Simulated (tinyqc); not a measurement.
Armchair graphene nanoribbon in tight binding, step by step. Values are carried at full precision from step to step, so a last printed digit may differ when a step is redone from the rounded ones.

An armchair ribbon of N dimer lines, width (N - 1) sqrt3 acc/2, period 3 acc, one pz orbital a site. In line n, A_n binds to B_n with -t exp(ik/3), times (1 + d) in the two edge lines, and to B_(n-1) and B_(n+1) with -t exp(-ik/6); k runs from -pi to pi. For d = 0 the modes across the ribbon are sin(n p pi/(N + 1)), p = 1 to N, with E = -/+ t sqrt(1 + 4 c^2 + 4 c cos(k/2)), c = cos(p pi/(N + 1)).

Parameters, chosen for this exercise (near those used for graphene; the results hold for these values, not for the real material):
```
symbol  value  unit  meaning
t       2.79   eV    hopping
N       3            dimer lines
k       0.19         k times the period 3 acc
d       0            relative strengthening of the edge bonds
```

## Transverse modes without edge correction

For each p give c, |E| at k = 0, t |1 + 2c|, and |E| at the given k.

Modes:
```
p,c,|E| at k = 0 (eV),|E| at k (eV)
1,0.7071,6.7357,6.7283
2,0.0000,2.7900,2.7900
3,-0.7071,1.1557,1.1978
```

N = 3 = 3 x 1 + 0. No mode has c = -1/2; the nearest, p = 3, leaves a gap of 2.3113 eV.

## The Hamiltonian at k

Fill in the matrix.

H(k) (eV):
```
,A1,A2,A3,B1,B2,B3
A1,0,0,0,-2.7844-0.1766i,-2.7886+0.0883i,0
A2,0,0,0,-2.7886+0.0883i,-2.7844-0.1766i,-2.7886+0.0883i
A3,0,0,0,0,-2.7886+0.0883i,-2.7844-0.1766i
B1,-2.7844+0.1766i,-2.7886-0.0883i,0,0,0,0
B2,-2.7886-0.0883i,-2.7844+0.1766i,-2.7886-0.0883i,0,0,0
B3,0,-2.7886-0.0883i,-2.7844+0.1766i,0,0,0
```

## Levels at k

Diagonalise H.

levels (eV): -6.7283  -2.7900  -1.1978  1.1978  2.7900  6.7283

The levels come in pairs +E, -E because only A-B bonds occur.

## The gap with the edge correction

First order in d: for the mode p nearest to c = -1/2 the gap is 2t |1 + 2c + d w|, w = 4 sin^2(p pi/(N + 1))/(N + 1) being the weight on the two edge lines. Compare with twice the smallest |E| of H(0).

p = 3
w = 0.5000
gap to first order = 2.3113 eV
gap from H(0) = 2.3113 eV

With d = 0 the two agree.

## Checks

- Positive levels of H(k) for d = 0 against the mode formula: they agree to 1e-10 or better.

Run: tinyqc, `OMP_NUM_THREADS=1 python tinyqc.py 1482765 1482766 out.jsonl`; Intel(R) Xeon(R) Processor @ 2.30GHz, one thread, shared host; about 0.03 s of CPU time with all checks.
